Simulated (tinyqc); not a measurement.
# From one set of inputs to another, one input at a time

Model: chemical vapour deposition: Grove model, boundary layer, depletion and step coverage. Computed by tinyqc, a small Python program. Command: `OMP_NUM_THREADS=1 python tinyqc.py 3000923 3000924 out.jsonl cvd ladder`. One thread of a shared host (Intel(R) Xeon(R) Processor @ 2.30GHz), about 0.03 s of CPU time with the checks.

A precursor diffuses to the surface and reacts there at first order; each molecule that reacts adds one formula unit of film.

The inputs printed are set A. Set A is close to those used for epitaxial silicon from a chlorosilane; the values taken over come from a set close to those used for tungsten from its fluoride. Inputs not listed in the table keep their values of set A, so the rows need not describe a real material.

Inputs (values chosen for the exercise, close to those used for epitaxial silicon from a chlorosilane):

| quantity | value | unit |
|---|---|---|
| prefactor k0 of k_s | 5e+07 | cm/s |
| activation energy E | 1.93 | eV |
| temperature T | 970 | C |
| total pressure p | 150 | torr |
| mole fraction of the precursor Y | 0.0044 | - |
| gas diffusivity D0 at 273.15 K and 760 torr | 0.5 | cm^2/s |
| film density N | 5e+22 | formula units/cm^3 |
| precursor mass M | 135.5 | u |
| trench width w | 0.045 | um |
| aspect ratio of the trench | 80 | - |
| gas velocity U | 9.8 | cm/s |
| kinematic viscosity nu0 at 273.15 K and 760 torr | 0.29 | cm^2/s |
| susceptor length L | 41 | cm |
| channel height b | 8.2 | cm |

Reactor: horizontal, reduced pressure.

Constants: k_B = 1.380649e-23 J/K; u = 1.6605390666e-27 kg; k_B = 8.617333262e-05 eV/K.

Method:
- k_s = k0 exp(-E/(k_B T)); C_g = Y p/(k_B T), 1 torr = 133.322 Pa; D = D0 (T/273.15)^1.75 (760/p).
- Temperatures in kelvin are T(C) + 273.15.
- Mean speed c = sqrt(8 k_B T/(pi M)); reactive sticking probability beta = 4 k_s/c.
- nu = nu0 (T/273.15)^1.75 (760/p); Re = U L/nu; mean boundary layer delta = (2/3) L/sqrt(Re), at most b/2; h_g = D/delta.
- Fluxes in series: C_s = C_g/(1 + k_s/h_g); growth rate G = k_s h_g/(k_s + h_g) C_g/N; 1 cm/s = 6e8 nm/min.
- In a long trench of width w and depth l = aspect ratio x w: Knudsen diffusivity D_K = (2w) c/3 (hydraulic diameter 2w), combined as 1/D_e = 1/D_K + 1/D; D_e d2C/dz2 = 2 k_s C/w with D_e dC/dz = -k_s C at the floor. With m = sqrt(2 k_s/(w D_e)): C(floor)/C(top) = 1/[cosh(m l) + (k_s/(D_e m)) sinh(m l)].

Each row keeps all changes above it:

| input moved | from | to | growth rate G at the inlet (nm/min) | modulus m l | ratio k_s/h_g |
|---|---|---|---|---|---|
| set A | - | - | 4.2468e+01 | 5.7240e-01 | 8.5517e-02 |
| aspect ratio of the trench | 80 | 110 | 4.2468e+01 | 7.8704e-01 | 8.5517e-02 |
| temperature T (C) | 970 | 390 | 1.2399e-05 | 3.4959e-04 | 3.2280e-08 |
| gas diffusivity D0 at 273.15 K and 760 torr (cm^2/s) | 0.5 | 0.3 | 1.2399e-05 | 3.5052e-04 | 5.3800e-08 |
| trench width w (um) | 0.045 | 0.037 | 1.2399e-05 | 3.5011e-04 | 5.3800e-08 |
| total pressure p (torr) | 150 | 47 | 3.8849e-06 | 3.4879e-04 | 1.9243e-08 |
| mole fraction of the precursor Y | 0.0044 | 0.0011 | 9.7122e-07 | 3.4879e-04 | 1.9243e-08 |

Growth rate G at the inlet goes from 42.5 to 9.71e-7, a factor 2.29e-8 in all. The largest single move comes from temperature T (a factor 2.92e-7). Modulus m l goes from 0.572 to 3.49e-4, a factor 6.09e-4 in all. The largest single move comes from temperature T (a factor 4.44e-4). Ratio k_s/h_g goes from 0.0855 to 1.92e-8, a factor 2.25e-7 in all. The largest single move comes from temperature T (a factor 3.77e-7). The single moves hold for this order of the switches; the total does not depend on the order.

Caution (rows set A, aspect ratio of the trench, total pressure p, mole fraction of the precursor Y): the boundary layer is capped at b/2, so U, L and nu no longer affect h_g. Caution (all rows): the hydraulic-diameter form of D_K is rough for a slit.

Extremes, crossings and ranges named in words are read from the listed rows.
